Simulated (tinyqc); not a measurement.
Energy and delay of logic against supply voltage: two steps of the calculation.

One expression serves below and above threshold: I(Vg) = Ik [ln(1 + exp((Vg - VT + dd V)/(al nf Vt)))]^al, with I_on = I(V) and I_off = I(0). Gate delay td = kd C V/I_on, clock period LD td. Per gate and cycle the switching energy is act C V^2 and the leakage energy I_off V LD td. No short-circuit current, no variation. Minima are sought above 0.09 V; below a few Vt gates no longer switch and the model has no meaning.

Parameters, values chosen for the exercise; values of the order met in logic technologies:

| symbol | value | unit | meaning |
|---|---|---|---|
| T | 250 | K | temperature |
| VT | 0.19 | V | threshold voltage at zero drain bias |
| nf | 1.07 |  | slope factor |
| dd | 0.03 |  | barrier lowering per volt of supply |
| Ik | 1.7 | uA | specific current of a gate |
| al | 1.28 |  | exponent of the current law |
| C | 0.7 | fF | load capacitance of a gate |
| kd | 0.9 |  | delay factor |
| LD | 60 |  | logic depth |
| act | 0.1 |  | activity factor |
| V | 0.79 | V | supply voltage |

Constants: q = 1.602176634e-19 C, kB = 1.380649e-23 J/K, Vt = kB T/q. Results are converted to the units shown.

Question 1. Currents, delay and energies. I_on, I_off, td, clock frequency 1/(LD td), both energies and their sum.

Give: I_on; I_off; td; clock frequency; switching energy; leakage energy; energy.

Answer 1.

I_on = 84.44 uA
I_off = 1.248 nA
td = 5.894 ps
clock frequency = 2.828 GHz
switching energy = 43.69 aJ
leakage energy = 0.3488 aJ
energy = 44.04 aJ

I_on/I_off = 67600; leakage makes up 0.792 % of the energy.

Question 2. New V. Minimum-energy supply: E(V) is the energy per gate and cycle; with h = 0.001 V, E' = (E(V + h) - E(V - h))/(2 h), E'' = (E(V - h) - 2 E(V) + E(V + h))/h^2, V(new) = V - E'/E''.

V after iteration 1 = 0.097098210 V

Wanted: E'; E''; V after iteration 2.

Answer 2.

E' = -104.64 aJ/V
E'' = 1746.8 aJ/V^2
V after iteration 2 = 0.15700 V

tinyqc, about 0.01 s, one thread, Intel Xeon 2.30GHz (shared host): `OMP_NUM_THREADS=1 python tinyqc.py 2082058 2082059 out.jsonl`
